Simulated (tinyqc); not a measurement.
Inside a calculation. Model: surface potential of a MOS transistor: implicit equation and explicit approximations.

Computed by the program tinyqc: `OMP_NUM_THREADS=1 python tinyqc.py 2122107 2122108 out.jsonl`, one thread of a shared Intel Xeon 2.30GHz, about 0.01 s for the whole run. Printed values are rounded.

p-type body, charge-sheet picture, depletion and inversion only, full ionisation (an idealisation for deep acceptors), Boltzmann statistics (rough once Na exp(x - xn) passes about Nc/7). In units of Vt: xg = (Vg - Vfb)/Vt, x = psi/Vt, G = gamma/sqrt(Vt), xn = (2 phiF + Vc)/Vt. The implicit equation is (xg - x)^2 = G^2 [x - 1 + exp(x - xn)] for x above about 3. Cox = eps0 eox/tox.

Parameters, values chosen for the exercise; band and dielectric values close to those of silicon: temperature T = 350 K; band gap Eg = 1.12 eV; relative permittivity eps_r = 11.8; conduction-band density of states at T Nc = 3.54e19 cm^-3; valence-band density of states at T Nv = 3.33e19 cm^-3; relative permittivity of the gate insulator (close to silicon dioxide) eox = 3.9; insulator thickness tox = 1.4 nm; acceptor density Na = 1.4e18 cm^-3; flat-band voltage Vfb = -0.62 V; channel-body voltage Vc = 1 V; gate-body voltage Vg = 2.28 V.

Constants: q = 1.602176634e-19 C, kB = 1.380649e-23 J/K, Vt = kB T/q, eps0 = 8.8541878128e-14 F/cm where lengths are in cm. Results are converted to the units shown.

Range of the model: The electron quasi-Fermi level lies less than 2 Vt below the band edge at the surface, or above it, where degeneracy and confinement, left out, matter.

## Scales

ni = sqrt(Nc Nv) exp(-Eg/(2 Vt)), Eg in volts; phiF = Vt ln(Na/ni); gamma = sqrt(2 q eps0 eps_r Na)/Cox; VT = Vfb + Vt (xn + G sqrt(xn - 1)).

phiF = 0.463496 V
gamma = 0.277565 V^0.5
G = 1.59825
xn = 63.8909
VT = 1.68927 V
xg = 96.1517

## Explicit approximation

Depletion value a = 1 + [sqrt(G^2/4 + xg - 1) - G/2]^2; inversion value b = xn + ln[(xg - xn)^2/G^2 - xn + 1] and first guess y = min(a, b) - ln(1 + exp(-|a - b|)) if a > xn + 1, else b = y = a; one second-order correction with D = exp(y - xn), p = 2 (xg - y) + G^2 (1 + D), w = (xg - y)^2 - G^2 (y - 1 + D): z = y + 2 w/(p + sqrt(p^2 - 2 (2 - G^2 D) w)), or the Newton step z = y + w/p where the root is not real.

a = 81.7865
b = 69.7331
y = 69.7331
p = 935.499
w = -357.737
z = 69.2336

The root of the implicit equation is x = 69.2607; y misses it by 0.47 and z by -0.027, in units of Vt.

## Starting value

x = y rounded to two decimals.

x at the start = 69.73

## Iteration 1: new x

D = exp(x - xn), f = (xg - x)^2 - G^2 (x - 1 + D), f' = -2 (xg - x) - G^2 (1 + D), x(new) = x - f/f'.

D = 343.470
f = -354.814
f' = -932.756
x after iteration 1 = 69.3496

## Iteration 2: new x

As before.

D = 234.794
f = -55.9937
f' = -655.914
x after iteration 2 = 69.2642

## Course of the iteration

Stop when the step is below 1e-11, or after 60 iterations.

Course of the iteration:
```
iteration	x before the step	step
1	69.73	-0.380
2	69.3496	-0.0854
3	69.2642	-3.49e-3
4	69.2608	-5.51e-6
5	69.2607	-1.37e-11
6	69.2607	0
```

Converged in 6 iterations.

## Potential, charges and gate control

converged x = 69.2607

psi = Vt x; N_dep = Cox Vt G sqrt(x - 1)/q; N_inv = (Cox Vt G/q) [sqrt(x - 1 + exp(x - xn)) - sqrt(x - 1)]; dpsi/dVg = 1/[1 + G^2 (1 + exp(x - xn))/(2 (xg - x))].

psi = 2.08895 V
N_dep = 6.13120e12 cm^-2
N_inv = 6.3548e12 cm^-2
dpsi/dVg = 0.0888817

psi lies 5.4 Vt above 2 phiF + Vc.
